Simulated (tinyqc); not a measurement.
Heavy and light holes: cyclotron masses of warped hole bands.

Parameters, chosen for this exercise (near those of Si; shifted at random, so the results belong to these values and not to a real crystal): g1 = 4.27 (Luttinger gamma1); g2 = 0.34 (gamma2); g3 = 1.44 (gamma3); ths = (0, 15, 30, 45, 60, 75, 90) degrees (angles).

E = c k^2 f(n) with f = g1 -/+ 2 sqrt(g2^2 + 3 (g3^2 - g2^2)(nx^2 ny^2 + ny^2 nz^2 + nz^2 nx^2)). For the orbit through k = 0 perpendicular to b = (sin(theta)/sqrt2, sin(theta)/sqrt2, cos(theta)), mc is the mean of 1/f over the directions n in that plane (180 evenly spaced angles). Quantum effects of the lowest levels are left out.

Cyclotron masses (m0):

| theta (degrees) | heavy | light |
|---|---|---|
| 0 | 0.4189 | 0.1685 |
| 15 | 0.4472 | 0.1627 |
| 30 | 0.5115 | 0.1538 |
| 45 | 0.5621 | 0.1483 |
| 60 | 0.5688 | 0.1476 |
| 75 | 0.5556 | 0.1512 |
| 90 | 0.5471 | 0.1549 |

The heavy mass varies by 36 % over the table, with its largest listed value at 60 degrees ([111] lies at 54.7) and its smallest at 0; the light mass varies by 14.1 %. The warping term enters both with the same size, but it is set against a small inverse mass in one and a large one in the other (along [111], g1 - 2 g3 = 1.39 and g1 + 2 g3 = 7.15).

tinyqc: `OMP_NUM_THREADS=1 python tinyqc.py 1250677 1250678 out.jsonl`; about 0.01 s, one thread, shared Intel(R) Xeon(R) Processor @ 2.30GHz.
